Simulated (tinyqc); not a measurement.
bcc against fcc: Finnis-Sinclair potential for a bcc metal: fit to cohesion and elasticity, then vacancy, surfaces and structure. Computed by tinyqc, a small Python program. Command: `OMP_NUM_THREADS=1 python tinyqc.py 3113936 3113937 out.jsonl fsfit walk`. One thread of a shared host (Intel(R) Xeon(R) Processor @ 2.30GHz), about 0.01 s of CPU time with the checks.

E = (1/2) sum V(r) - A sqrt(rho), rho = sum phi(r), phi = (r - d)^2 for r < d, V = (r - c)^2 (c0 + c1 r + c2 r^2) for r < c. In bcc the 8 first neighbours lie at sqrt(3) a/2 and the 6 second at a; both cut-offs lie below the third shell; Omega = a^3/2; E is per atom and z the number of atoms in a shell. The four constants A, c0, c1, c2 are fitted to E_c, zero pressure, B and C12 - C44 alone, so C44 and C11 - C12 are not matched singly; defects are unrelaxed.

Inputs (values chosen for the exercise, modelled on tantalum):
```
quantity             value      unit
lattice constant a   3.306  angstrom
cohesive energy E_c   8.11        eV
target C11             269       GPa
target C12             165       GPa
target C44            81.3       GPa
density cut-off d/a  1.247         -
pair cut-off c/a      1.28         -
```

Constants: 1 eV/angstrom^3 = 160.2176634 GPa.

Method:
- rho = sum z phi, rho1 = sum z r phi', rho2 = sum z r^2 phi''. At zero pressure the effective pair part V + 2 F' phi obeys C12 = C44, so C12 - C44 = F'' (rho1/3)^2/Omega with F'' = A/(4 rho^(3/2)); this gives A.
- With v_k = (r - c)^2 r^k the rows are (1/2) sum z v_k, (1/2) sum z r v_k' and (1/2) sum z r^2 v_k''. With rho1 = sum z r phi' and rho2 = sum z r^2 phi'' the right-hand sides are: -E_c + A sqrt(rho) (cohesion); A rho1/(2 sqrt(rho)) (zero pressure); 9 B Omega + A [rho2/(2 sqrt(rho)) - rho1^2/(4 rho^(3/2))] with B = (C11 + 2 C12)/3.
- Solve the three equations.
- E of each lattice against the volume per atom, as a multiple of Omega; all neighbours inside the cut-offs are summed.

c0, c1, c2 (eV/angstrom^2, eV/angstrom^3, eV/angstrom^4): 2.93503  -1.22976  0.12120

A = 2.85475 eV/angstrom

Energies (eV/atom):
```
V/Omega      bcc      fcc  fcc less bcc (meV)
0.80     -7.5285  -7.4083              120.22
0.84     -7.7574  -7.6194              138.01
0.88     -7.9218  -7.7781              143.69
0.92     -8.0305  -7.8941              136.47
0.96     -8.0911  -7.9754              115.69
1.00     -8.1100  -8.0253               84.67
1.05     -8.0835  -8.0397               43.78
1.10     -8.0098  -8.0073                2.49
1.20     -7.7511  -7.8261              -74.99
```

What follows from these numbers?

The lowest fcc row, at V/Omega = 1.05, lies +70 meV from the bcc minimum: the fit keeps bcc stable, though nothing in it asked for that.

Extremes, crossings and ranges named in words are read from the listed rows.
